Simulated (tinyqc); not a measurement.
Planar metal-insulator-metal capacitor: capacitance, non-linearity, leakage and relaxation: one step of the calculation.

A film between two metal electrodes, each interface adding a series capacitance ci. The small-signal permittivity is ek (1 + aq E^2); the field is found with the linear permittivity. Leakage J = J0 sinh(E/Ef). After a voltage step the film passes a relaxation current kr C V tt^(-nr), tt being the time in seconds.

Question. Planar capacitance, field and non-linearity. Planar film: Cf = eps0 ek/t, 1/C = 1/Cf + 2/ci, EOT = 3.9 eps0/C, effective permittivity C t/eps0, E = (V/t) C/Cf; quadratic coefficient [C(V)/C - 1]/V^2 with Cf (1 + aq E^2) in C(V).

Inputs (values chosen for the exercise); permittivity of the order of that of strontium titanate: relative permittivity of the film ek = 159; film thickness t = 18 nm; capacitance of each electrode interface (dead layer and screening) ci = 1000 uF/cm^2; quadratic field coefficient of the permittivity aq = -0.04 cm^2/MV^2; bias V = 2.3 V; leakage prefactor J0 = 2.4e-11 A/cm^2; field for an e-fold rise of the leakage Ef = 0.29 MV/cm.

Constants: eps0 = 8.8541878128e-14 F/cm where lengths are in cm. Results are converted to the units shown.

Wanted: Cf; C; EOT; effective permittivity; E; quadratic coefficient; J.

Answer.

Cf = 7.821 uF/cm^2
C = 7.701 uF/cm^2
EOT = 0.4484 nm
effective permittivity = 156.6
E = 1.258 MV/cm
quadratic coefficient = -1.180e4 ppm/V^2
J = 9.187e-10 A/cm^2

The interfaces take 1.54 % of the voltage.

Range of the model: The field exceeds about 1.1 MV/cm, a sizeable part of the breakdown field expected for this permittivity.

tinyqc, about 0.01 s, one thread, Intel Xeon 2.30GHz (shared host): `OMP_NUM_THREADS=1 python tinyqc.py 2102075 2102076 out.jsonl`
